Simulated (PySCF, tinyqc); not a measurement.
Inside a calculation. Method: RHF in the 6-31g basis, for H3+, spin multiplicity 1. The lowest restricted solution is unstable here: a spin-polarised one lies 0.0001 hartree lower (PySCF). One step of it, computed by the program tinyqc.

Question. Orthogonalisation. S = U s U^T; symmetric (Loewdin) form X = U s^(-1/2) U^T, so that X^T S X = 1.

overlap S, lower triangle:
```
,1H 1s,1H 2s,2H 1s,2H 2s,3H 1s,3H 2s
1H 1s,1.000000
1H 2s,0.658292,1.000000
2H 1s,0.191226,0.370804,1.000000
2H 2s,0.370804,0.703103,0.658292,1.000000
3H 1s,0.190948,0.370601,0.005333,0.090618,1.000000
3H 2s,0.370601,0.702868,0.090618,0.295372,0.658292,1.000000
```

Give: eigenvalues of S; X.

Answer.

eigenvalues of S: 0.0915  0.2637  0.4066  0.7843  1.4356  3.0184

X, lower triangle:
```
,1H 1s,1H 2s,2H 1s,2H 2s,3H 1s,3H 2s
1H 1s,1.2710
1H 2s,-0.5802,2.2537
2H 1s,-0.0132,-0.0079,1.2557
2H 2s,0.0558,-0.7760,-0.4930,1.6629
3H 1s,-0.0131,-0.0079,0.0025,0.0459,1.2557
3H 2s,0.0557,-0.7756,0.0460,0.1341,-0.4930,1.6625
```
